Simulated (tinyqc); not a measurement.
# Segment and feed resistance from two drops

Problem. A rail is fed at one end through Rq; K loads of Ij follow, each after a segment Rs. The drop at load j is K Ij Rq + Rs Ij sum_(l=1..j) (K - l + 1). Find Rs, Rq and the worst drop, at the middle, if the rail were fed through Rq at both ends: K Ij Rq/2 + Rs Ij K^2/8 with the load taken as continuous.

Inputs (values chosen for the exercise): number of equal loads K = 15; current of each load Ij = 0.21 mA.

drops at the first and at the last load (mV): [2.8507500, 4.5045000]

Answer. The difference of the two drops is Rs Ij K (K - 1)/2, which gives Rs; the first drop then gives Rq.

Rs = 0.0750 ohm
Rq = 0.830 ohm
drop at the middle with two feeds = 1.75 mV

tinyqc, about 0.1 s, one thread, Intel Xeon 2.30GHz (shared host): `OMP_NUM_THREADS=1 python tinyqc.py 2770197 2770198 out.jsonl`
